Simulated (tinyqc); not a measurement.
# Minority carriers and saturation current of a heavily doped emitter, step by step

Program tinyqc, `OMP_NUM_THREADS=1 python tinyqc.py 2330139 2330140 out.jsonl`; Intel Xeon 2.30GHz, shared host, one thread, about 0.01 s. Printed values are rounded.

n-type, parabolic bands, full ionisation. eta = (EF - Ec)/kB T solves N = Nc F12(eta), F12(x) = (2/sqrt(pi)) int_0^infinity sqrt(u)/(1 + exp(u - x)) du. The gap shrinks rigidly by dEg = a3 y^(1/3) + a4 y^(1/4) + a2 y^(1/2), y = N/1e18 cm^-3, an empirical law that is here taken as the true narrowing.

Parameters, values chosen for the exercise; band and dielectric values close to those of silicon:
```
symbol,value,unit,meaning
T,250,K,temperature
Eg,1.13,eV,band gap
Nc,2.13e19,cm^-3,conduction-band density of states at 250 K
Nv,1.98e19,cm^-3,valence-band density of states at 250 K
N,8.9e19,cm^-3,ionised donor density
a3,8.2,meV,coefficient of (N/1e18)^(1/3)
a4,11.3,meV,coefficient of (N/1e18)^(1/4)
a2,3.2,meV,coefficient of (N/1e18)^(1/2)
mup,200,cm^2/(V s),minority-hole mobility
Cn,3.1e-31,cm^6/s,Auger coefficient
ts,0.51,us,defect lifetime
W,130,nm,emitter width
S,29000,cm/s,recombination velocity at the contact
```

Constants: q = 1.602176634e-19 C, kB = 1.380649e-23 J/K, Vt = kB T/q. Results are converted to the units shown.

Range of the model: Band tails, non-parabolic bands and incomplete ionisation are left out.

## Iteration 1: Fermi level

eta at the start (Boltzmann value) = 1.4299

Newton step on ln F12(eta) = ln(N/Nc): eta(new) = eta - ln(Nc F12/N) F12/Fm, Fm(x) = dF12/dx = (1/sqrt(pi)) int_0^infinity u^(-1/2)/(1 + exp(u - x)) du.

F12 = 2.05837
Fm = 1.21842
eta after iteration 1 = 2.62601

## Course of the iteration

Stop when eta changes by less than 1e-9.

Course of the iteration:
```
iteration      eta    change
1          2.62601      1.20
2          2.82576     0.200
3          2.83039   4.63e-3
4          2.83039   2.39e-6
5          2.83039  6.33e-13
```

Converged in 5 iterations.

## Effective intrinsic density

converged eta = 2.83039

ni = sqrt(Nc Nv) exp(-Eg/(2 Vt)), Eg in volts; degeneracy factor g = F12(eta) exp(-eta); nie^2 = ni^2 exp(dEg/kB T) g, p0 = nie^2/N; apparent narrowing dEg + kB T ln g.

ni = 8.36804e7 cm^-3
dEg = 101.507 meV
g = 0.246482
apparent narrowing = 71.3367 meV
nie = 4.38193e8 cm^-3
p0 = 0.00215745 cm^-3

Narrowing multiplies p0 by 111 and degeneracy by 0.246.

## Saturation current

1/tau = Cn N^2 + 1/ts, D = mup Vt, L = sqrt(D tau); J0 = (q p0 D/L)(s + tanh(W/L))/(1 + s tanh(W/L)), s = S L/D; the share recombining inside is 1 - 1/[cosh(W/L)(1 + tanh(W/L)/s)].

tau = 0.406922 ns
L = 418.723 nm
s = 0.281827
J0 = 0.0191055 fA/cm^2
share recombining inside = 53.8744 %

Bulk and contact share the loss.
